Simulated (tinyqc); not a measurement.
Electromigration in a confined line: Blech product, Korhonen stress evolution and Black's law: one step, computed by the program tinyqc. Command: `OMP_NUM_THREADS=1 python tinyqc.py 3008848 3008849 out.jsonl emigr walk`. One thread of a shared host (Intel(R) Xeon(R) Processor @ 2.30GHz), about 0.01 s of CPU time with the checks.

The electron wind pushes atoms from the cathode (x = 0) to the anode (x = L); blocking ends build a back stress (tension positive). The input rho is taken not to change with temperature. d sigma/dt = d/dx [kappa (d sigma/dx + G)], with zero flux at both ends and sigma = sigma_0 at t = 0.

Problem. Extrapolation by Black's law. Median life t50 = A j^(-n) exp(E/(k_B T)); acceleration factor = t50(use)/t50(test) = (j/j_u)^n exp[(E/k_B)(1/T_u - 1/T)]. Temperatures in kelvin are T(C) + 273.15.

Inputs (values chosen for the exercise, close to those used for copper lines):

| quantity | value | unit |
|---|---|---|
| activation energy E | 0.934 | eV |
| current density j | 1.1 | MA/cm^2 |
| line length L | 47 | um |
| test temperature T | 280 | C |
| use temperature T_u | 125 | C |
| use current density j_u | 0.66 | MA/cm^2 |
| current exponent n | 2 | - |

Start: thermal stress.

Constants: k_B = 8.617333262e-05 eV/K.

Give: current factor; temperature factor; acceleration factor.

Solution.

current factor = 2.778

temperature factor = 2055

acceleration factor = 5709

Caution: the test j L lies below the critical product, so the line would not void in the test and the acceleration factor is formal. Caution: j_u L lies below the critical product, so the acceleration factor is formal: at use the line would not void.
